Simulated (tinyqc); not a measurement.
# Scale length and barrier from the threshold roll-off

Problem. For L well above Lambda the threshold falls by 2 m sqrt(A (A + Vds)) exp(-pi L/(2 Lambda)), A being the height of the source potential over the barrier top; the two values follow this form. Find Lambda and A.

Parameters, values chosen for the exercise: long-channel body factor m = 1; drain voltage Vds = 0.7 V.

threshold lowering at L = 21 and 33 nm (mV): [73.769257, 11.933235]

Solution. The ratio of the two values gives Lambda; the prefactor gives A (A + Vds), a quadratic with one positive root.

Lambda = 10.35 nm
A = 0.6100 V

Program tinyqc, `OMP_NUM_THREADS=1 python tinyqc.py 2420036 2420037 out.jsonl`; Intel Xeon 2.30GHz, shared host, one thread, about 0.01 s.
